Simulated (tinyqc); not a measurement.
Cooling rate: nucleation and growth of vacancy voids in a cooling silicon-like crystal. Computed by tinyqc, a small Python program. Command: `OMP_NUM_THREADS=1 python tinyqc.py 3028518 3028519 out.jsonl voids walk`. One thread of a shared host (Intel(R) Xeon(R) Processor @ 2.30GHz), about 0.4 s of CPU time with the checks.

Spherical voids; vacancies are lost only to voids.

Inputs (values chosen for the exercise, for a model crystal):
```
quantity                                    value    unit
vacancy density at the melting point C_m  4.2e+14  1/cm^3
formation energy E_f                         3.97      eV
melting point T_m                            1685       K
diffusion prefactor D0                     0.0018  cm^2/s
migration energy E_m                         0.39      eV
site density rho                            5e+22  1/cm^3
void surface energy gamma                   0.857   J/m^2
cooling rate q                                 18   K/min
ratio (V/G)/xi_c                             1.19       -
limit of the excess at high V/G           1.8e+14  1/cm^3
temperature step                              0.2       K
```

Vacancy supply: from V/G.

Constants: k_B = 8.617333262e-05 eV/K; k_B = 1.380649e-23 J/K.

Method:
- C = C_x (u - 1)/(u + 0.2) with u = (V/G)/xi_c, a form chosen for the exercise.
- C_e = C_m exp[-(E_f/k_B)(1/T - 1/T_m)]; D = D0 exp(-E_m/(k_B T)); f = k_B T ln(C/C_e); r* = 2 gamma/(rho f); W* = 16 pi gamma^3/(3 rho^2 f^2); Z = f/sqrt(12 pi W* k_B T); I = rho Z (4 pi r* D C) exp(-W*/(k_B T)).
- March down from 1500 K in steps dT, dt = dT/q, with values at the upper end of each step: a class of I dt voids is born with r*; then all classes grow by r^2 += 2 D (C - C_e) dt/rho; C falls by the vacancies added to voids. Stop at 1150 K. T_n is the T of the largest I, N the final count (classes under 1e-6 /cm^3 are dropped), and the mean radius the number average.

initial excess C = 2.46043e+13 1/cm^3

At fixed C:
```
q (K/min)  T_n (K)  N (1/cm^3)  mean radius (nm)
1.8         1361.4  7.0184e+05            54.726
4.5         1357.2  2.7080e+06            34.869
9.0         1353.8  7.5161e+06            24.798
18.0        1350.2  2.0844e+07            17.639
36.0        1346.4  5.7736e+07            12.552
72.0        1342.4  1.5959e+08             8.938
180.0       1336.6  6.0856e+08             5.715
```

What follows from these numbers?

Over the rows N goes as q^1.47 and the radius as q^-0.49, near the 3/2 and -1/2 of the scaling argument (depletion time 1/(4 pi N r D) equal to the time in the nucleation range, at fixed N r^3). T_n drops only 25 K for a factor 100 in q. Fast cooling gives many small voids, which an anneal can dissolve.

Extremes, crossings and ranges named in words are read from the listed rows.
